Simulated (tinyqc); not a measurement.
Complex band structure along [001] in sp3s* tight binding: one step. Complex wave vectors at one energy in the gap. Three cases, with inputs chosen for the exercise.

Task: Solve det(H0 - E + z T + T^T/z) = 0 with E = Ev + dE, as the linear problem [[0, 1], [-T^T, E - H0]] x = z [[1, 0], [0, T]] x. Roots come as z, -z, 1/z and conjugates; list those with 0 < |z| < 1 and Re z, Im z >= 0, by falling |z|. Re kz = arg(z)/(pi/2) in units of 2 pi/a, kappa = -(4/a) ln|z|.

For k = (0, 0, kz) the phase sums are g0 = cos(phi) and g3 = i sin(phi), phi = kz a/4, and the s, pz, s* orbitals of anion (a) and cation (c) decouple from px, py. With z = exp(i phi), H(z) = H0 + z T + T^T/z for any complex z. H0 is diagonal (Esa, Epa, Exa, Esc, Epc, Exc). The anion-cation block is B(z) = z U + W/z and the cation-anion block z W^T + U^T/z, where U has Vss/2 (s,s), Vsapc/2 (s,z), -Vscpa/2 (z,s), Vxx/2 (z,z), Vxapc/2 (s*,z), -Vpaxc/2 (z,s*), and W has the same values with the s-z and s*-z signs reversed. |z| = 1 is a band state, |z| < 1 decays along [001] as exp(-kappa d) over a distance d, kappa = -(4/a) ln|z|. No spin-orbit coupling.

Case 1.

Values chosen (out of a larger set: near a published set for InP, fitted to gaps, whose masses and valley positions are rough (light masses up to twice too heavy); not measured data): dE = 1.03 eV (E - Ev); a = 5.865 angstrom (lattice constant).

diagonal of H0 (eV): sa -8.515000, za 0.874000, s*a 8.277000, sc -1.473000, zc 4.018000, s*c 7.018000

T (eV), rows sa, za, s*a, sc, zc, s*c and columns alike:
$$\begin{pmatrix}
0.000000 & 0.000000 & 0.000000 & -2.697000 & 1.109000 & 0.000000 \\
0.000000 & 0.000000 & 0.000000 & -2.813000 & 0.946000 & -2.238000 \\
0.000000 & 0.000000 & 0.000000 & 0.000000 & 1.744500 & 0.000000 \\
-2.697000 & 2.813000 & 0.000000 & 0.000000 & 0.000000 & 0.000000 \\
-1.109000 & 0.946000 & -1.744500 & 0.000000 & 0.000000 & 0.000000 \\
0.000000 & 2.238000 & 0.000000 & 0.000000 & 0.000000 & 0.000000
\end{pmatrix}$$

Ev = -0.013847 eV

Case 2.

Values chosen (out of a larger set: near a published set for GaP, fitted to gaps, whose masses and valley positions are rough (light masses up to twice too heavy); not measured data): dE = 1.09 eV (E - Ev); a = 5.452 angstrom (lattice constant).

diagonal of H0 (eV): sa -8.103000, za 1.122000, s*a 8.514000, sc -2.199000, zc 4.128000, s*c 7.162000

T (eV), rows sa, za, s*a, sc, zc, s*c and columns alike:
$$\begin{pmatrix}
0.000000 & 0.000000 & 0.000000 & -3.746000 & 2.136000 & 0.000000 \\
0.000000 & 0.000000 & 0.000000 & -3.163000 & 1.079500 & -2.539000 \\
0.000000 & 0.000000 & 0.000000 & 0.000000 & 2.324500 & 0.000000 \\
-3.746000 & 3.163000 & 0.000000 & 0.000000 & 0.000000 & 0.000000 \\
-2.136000 & 1.079500 & -2.324500 & 0.000000 & 0.000000 & 0.000000 \\
0.000000 & 2.539000 & 0.000000 & 0.000000 & 0.000000 & 0.000000
\end{pmatrix}$$

Ev = -0.005644 eV

Case 3.

Values chosen (out of a larger set: near a published set for GaAs, fitted to gaps, whose masses and valley positions are rough (light masses up to twice too heavy); not measured data): dE = 0.6 eV (E - Ev); a = 5.658 angstrom (lattice constant).

diagonal of H0 (eV): sa -8.362000, za 1.041000, s*a 8.570000, sc -2.650000, zc 3.666000, s*c 6.734000

T (eV), rows sa, za, s*a, sc, zc, s*c and columns alike:
$$\begin{pmatrix}
0.000000 & 0.000000 & 0.000000 & -3.226500 & 2.246000 & 0.000000 \\
0.000000 & 0.000000 & 0.000000 & -2.890500 & 0.980000 & -2.406500 \\
0.000000 & 0.000000 & 0.000000 & 0.000000 & 2.416500 & 0.000000 \\
-3.226500 & 2.890500 & 0.000000 & 0.000000 & 0.000000 & 0.000000 \\
-2.246000 & 0.980000 & -2.416500 & 0.000000 & 0.000000 & 0.000000 \\
0.000000 & 2.406500 & 0.000000 & 0.000000 & 0.000000 & 0.000000
\end{pmatrix}$$

Ev = -0.005368 eV

Give: Decaying roots.

Result:

Case 1.

Decaying roots:
```
Re z      Im z     |z|  Re kz (2 pi/a)  kappa (1/angstrom)
0.8694  0.0000  0.8694          0.0000              0.0954
0.0000  0.3960  0.3960          1.0000              0.6317
0.0000  0.3089  0.3089          1.0000              0.8013
```

The slowest root has kappa = 0.0954 1/angstrom at Re kz = 0.000: a purely imaginary k at Gamma. The probability falls by exp(-2 kappa d), a factor 6.74 over 1 nm.

Case 2.

Decaying roots:
```
Re z      Im z     |z|  Re kz (2 pi/a)  kappa (1/angstrom)
0.7901  0.0000  0.7901          0.0000              0.1729
0.1004  0.4386  0.4499          0.8568              0.5860
```

The slowest root has kappa = 0.1729 1/angstrom at Re kz = 0.000: a purely imaginary k at Gamma. The probability falls by exp(-2 kappa d), a factor 31.7 over 1 nm.

Case 3.

Decaying roots:
```
Re z      Im z     |z|  Re kz (2 pi/a)  kappa (1/angstrom)
0.8720  0.0000  0.8720          0.0000              0.0968
0.1055  0.4076  0.4210          0.8388              0.6116
```

The slowest root has kappa = 0.0968 1/angstrom at Re kz = 0.000: a purely imaginary k at Gamma. The probability falls by exp(-2 kappa d), a factor 6.93 over 1 nm.

Computed by tinyqc, one run a case: `OMP_NUM_THREADS=1 python tinyqc.py N N+1 out.jsonl` with N = 1480020, 1480070, 1480181; one thread of a shared Intel(R) Xeon(R) Processor @ 2.30GHz, about 0.02 s a run at most.
